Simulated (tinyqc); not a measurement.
Hueckel theory of the pi electrons with the omega technique, for the molecule O=C1C=CC(=O)C=C1 (SMILES; centres numbered as the heavy atoms are written), step by step. Computed by tinyqc, a small Python program that keeps every step. Settings: charge = 0, omega = 0.6, damping = 0.3. Command: `OMP_NUM_THREADS=1 python tinyqc.py 23098 23099 out.jsonl` (the two numbers bound the seeds that draw the settings). One thread of a shared host (Intel(R) Xeon(R) Processor @ 2.60GHz), about 0.01 s of CPU time with the checks.

## The Hueckel matrix

Centres:
```
centre  z_r, pi electrons of the neutral centre        h
1O                                            1  1.00000
2C                                            1  0.00000
3C                                            1  0.00000
4C                                            1  0.00000
5C                                            1  0.00000
6O                                            1  1.00000
7C                                            1  0.00000
8C                                            1  0.00000
```

Bonds:
```
i  j        k
1  2  1.00000
2  3        1
3  4        1
4  5        1
5  6        1
5  7        1
7  8        1
8  2        1
```

H_rr = alpha + h_r beta, H_rs = k_rs beta for bonded centres.

Hueckel matrix in units of beta (H = alpha + beta A):
```
         1O       2C       3C       4C       5C       6O       7C       8C
1O  1.00000  1.00000  0.00000  0.00000  0.00000  0.00000  0.00000  0.00000
2C  1.00000  0.00000  1.00000  0.00000  0.00000  0.00000  0.00000  1.00000
3C  0.00000  1.00000  0.00000  1.00000  0.00000  0.00000  0.00000  0.00000
4C  0.00000  0.00000  1.00000  0.00000  1.00000  0.00000  0.00000  0.00000
5C  0.00000  0.00000  0.00000  1.00000  0.00000  1.00000  1.00000  0.00000
6O  0.00000  0.00000  0.00000  0.00000  1.00000  1.00000  0.00000  0.00000
7C  0.00000  0.00000  0.00000  0.00000  1.00000  0.00000  0.00000  1.00000
8C  0.00000  1.00000  0.00000  0.00000  0.00000  0.00000  1.00000  0.00000
```

## Orbitals, round 1

pi electrons, sum of z_r less the charge = 8

Diagonalise; E = alpha + x beta with beta < 0, so the largest x are filled first; degenerate levels share their electrons. P = sum n_i c_ri c_si; each orbital has its largest coefficient positive (the first on a tie).

x values: 2.30278  1.86081  1.00000  1.00000  0.25410  -1.00000  -1.30278  -2.11491

occupations: 2.00000  2.00000  2.00000  2.00000  0.00000  0.00000  0.00000  0.00000

coefficients:
```
        MO1       MO2       MO3       MO4       MO5       MO6       MO7       MO8
1O  0.32626   0.51004   0.00000   0.57735   0.46996   0.00000  -0.24540  -0.13784
2C  0.42504   0.43904   0.00000   0.00000  -0.35054   0.00000   0.56510   0.42937
3C  0.32626   0.15347   0.50000  -0.28868  -0.27952   0.50000  -0.24540  -0.38512
4C  0.32626  -0.15347   0.50000  -0.28868   0.27952  -0.50000  -0.24540   0.38512
5C  0.42504  -0.43904   0.00000   0.00000   0.35054   0.00000   0.56510  -0.42937
6O  0.32626  -0.51004   0.00000   0.57735  -0.46996   0.00000  -0.24540   0.13784
7C  0.32626  -0.15347  -0.50000  -0.28868   0.27952   0.50000  -0.24540   0.38512
8C  0.32626   0.15347  -0.50000  -0.28868  -0.27952  -0.50000  -0.24540  -0.38512
```

charge and bond-order matrix P:
```
          1O        2C        3C        4C        5C        6O        7C        8C
1O   1.39983   0.72521   0.03611  -0.27699  -0.17050   0.35928  -0.27699   0.03611
2C   0.72521   0.74684   0.41211   0.14259  -0.02419  -0.17050   0.14259   0.41211
3C   0.03611   0.41211   0.92666   0.83245   0.14259  -0.27699  -0.16755  -0.07334
4C  -0.27699   0.14259   0.83245   0.92666   0.41211   0.03611  -0.07334  -0.16755
5C  -0.17050  -0.02419   0.14259   0.41211   0.74684   0.72521   0.41211   0.14259
6O   0.35928  -0.17050  -0.27699   0.03611   0.72521   1.39983   0.03611  -0.27699
7C  -0.27699   0.14259  -0.16755  -0.07334   0.41211   0.03611   0.92666   0.83245
8C   0.03611   0.41211  -0.07334  -0.16755   0.14259  -0.27699   0.83245   0.92666
```

Within a degenerate level the vectors are fixed only up to a rotation; this is one choice.

## Omega technique, round 1

h_r = h_r(0) + omega q_r, omega = 0.6, with q_r = z_r - P_rr; 0.3 of the old diagonal is kept.

matrix after round 1:
```
         1O       2C       3C       4C       5C       6O       7C       8C
1O  0.83207  1.00000  0.00000  0.00000  0.00000  0.00000  0.00000  0.00000
2C  1.00000  0.10633  1.00000  0.00000  0.00000  0.00000  0.00000  1.00000
3C  0.00000  1.00000  0.03080  1.00000  0.00000  0.00000  0.00000  0.00000
4C  0.00000  0.00000  1.00000  0.03080  1.00000  0.00000  0.00000  0.00000
5C  0.00000  0.00000  0.00000  1.00000  0.10633  1.00000  1.00000  0.00000
6O  0.00000  0.00000  0.00000  0.00000  1.00000  0.83207  0.00000  0.00000
7C  0.00000  0.00000  0.00000  0.00000  1.00000  0.00000  0.03080  1.00000
8C  0.00000  1.00000  0.00000  0.00000  0.00000  0.00000  1.00000  0.03080
```

## Orbitals, round 2

As before.

x values: 2.32368  1.82686  1.03080  0.89604  0.20698  -0.96920  -1.25053  -2.06464

occupations: 2.00000  2.00000  2.00000  2.00000  0.00000  0.00000  0.00000  0.00000

coefficients:
```
        MO1       MO2       MO3       MO4       MO5       MO6       MO7       MO8
1O  0.29143   0.47216   0.00000   0.58624   0.50564   0.00000  -0.26719  -0.14625
2C  0.43470   0.46970   0.00000   0.03750  -0.31607   0.00000   0.55644   0.42365
3C  0.33623   0.16799   0.50000  -0.27831  -0.26873   0.50000  -0.24391  -0.38674
4C  0.33623  -0.16799   0.50000  -0.27831   0.26873  -0.50000  -0.24391   0.38674
5C  0.43470  -0.46970   0.00000   0.03750   0.31607   0.00000   0.55644  -0.42365
6O  0.29143  -0.47216   0.00000   0.58624  -0.50564   0.00000  -0.26719   0.14625
7C  0.33623  -0.16799  -0.50000  -0.27831   0.26873   0.50000  -0.24391   0.38674
8C  0.33623   0.16799  -0.50000  -0.27831  -0.26873  -0.50000  -0.24391  -0.38674
```

charge and bond-order matrix P:
```
          1O        2C        3C        4C        5C        6O        7C        8C
1O   1.30310   0.74090   0.02830  -0.28897  -0.14621   0.41135  -0.28897   0.02830
2C   0.74090   0.82199   0.42925   0.11364  -0.06050  -0.14621   0.11364   0.42925
3C   0.02830   0.42925   0.93745   0.82458   0.11364  -0.28897  -0.17542  -0.06255
4C  -0.28897   0.11364   0.82458   0.93745   0.42925   0.02830  -0.06255  -0.17542
5C  -0.14621  -0.06050   0.11364   0.42925   0.82199   0.74090   0.42925   0.11364
6O   0.41135  -0.14621  -0.28897   0.02830   0.74090   1.30310   0.02830  -0.28897
7C  -0.28897   0.11364  -0.17542  -0.06255   0.42925   0.02830   0.93745   0.82458
8C   0.02830   0.42925  -0.06255  -0.17542   0.11364  -0.28897   0.82458   0.93745
```

## Omega technique, round 2

As before.

matrix after round 2:
```
         1O       2C       3C       4C       5C       6O       7C       8C
1O  0.82232  1.00000  0.00000  0.00000  0.00000  0.00000  0.00000  0.00000
2C  1.00000  0.10666  1.00000  0.00000  0.00000  0.00000  0.00000  1.00000
3C  0.00000  1.00000  0.03551  1.00000  0.00000  0.00000  0.00000  0.00000
4C  0.00000  0.00000  1.00000  0.03551  1.00000  0.00000  0.00000  0.00000
5C  0.00000  0.00000  0.00000  1.00000  0.10666  1.00000  1.00000  0.00000
6O  0.00000  0.00000  0.00000  0.00000  1.00000  0.82232  0.00000  0.00000
7C  0.00000  0.00000  0.00000  0.00000  1.00000  0.00000  0.03551  1.00000
8C  0.00000  1.00000  0.00000  0.00000  0.00000  0.00000  1.00000  0.03551
```

## Convergence

Each round sets h_r = h_r(0) + omega (z_r - P_rr), keeping the share named as damping of the old diagonal; repeat until output and input diagonals agree to 1e-6.

Rounds:
```
round   sum n x  largest |h(out) - h(in)|
1      12.32716                  2.40e-01
2      12.15477                  1.39e-02
3      12.14762                  1.41e-03
4      12.14710                  3.22e-04
5      12.14703                  7.17e-05
6      12.14702                  1.56e-05
7      12.14702                  3.40e-06
8      12.14701                  7.37e-07
```

Converged in 8 rounds.

## Energy, charges, bond orders

final x values: 2.32420  1.82230  1.03669  0.89032  0.20290  -0.96331  -1.25121  -2.06189

occupations: 2.00000  2.00000  2.00000  2.00000  0.00000  0.00000  0.00000  0.00000

final P:
```
          1O        2C        3C        4C        5C        6O        7C        8C
1O   1.29815   0.74166   0.02838  -0.28958  -0.14405   0.41348  -0.28958   0.02838
2C   0.74166   0.82416   0.42982   0.11148  -0.06260  -0.14405   0.11148   0.42982
3C   0.02838   0.42982   0.93884   0.82456   0.11148  -0.28958  -0.17544  -0.06116
4C  -0.28958   0.11148   0.82456   0.93884   0.42982   0.02838  -0.06116  -0.17544
5C  -0.14405  -0.06260   0.11148   0.42982   0.82416   0.74166   0.42982   0.11148
6O   0.41348  -0.14405  -0.28958   0.02838   0.74166   1.29815   0.02838  -0.28958
7C  -0.28958   0.11148  -0.17544  -0.06116   0.42982   0.02838   0.93884   0.82456
8C   0.02838   0.42982  -0.06116  -0.17544   0.11148  -0.28958   0.82456   0.93884
```

E = sum n x; q_r = z_r - P_rr; bond order p = P_rs; free valence = sqrt(3) - sum of p over the bonds of the atom.

pi energy = 8 alpha + this times beta = 12.14701

pi charges: 1O -0.29815, 2C 0.17584, 3C 0.06116, 4C 0.06116, 5C 0.17584, 6O -0.29815, 7C 0.06116, 8C 0.06116

Bond orders and lengths from R = 1.517 - 0.180 p (angstrom, C-C alone):
```
bond        p        R
1-2   0.74166        -
2-3   0.42982  1.43963
3-4   0.82456  1.36858
4-5   0.42982  1.43963
5-6   0.74166        -
5-7   0.42982  1.43963
7-8   0.82456  1.36858
8-2   0.42982  1.43963
```

free valence of the carbons: 2C 0.13075, 3C 0.47767, 4C 0.47767, 5C 0.13075, 7C 0.47767, 8C 0.47767

gap between the highest filled and the next level = 0.68742 |beta|
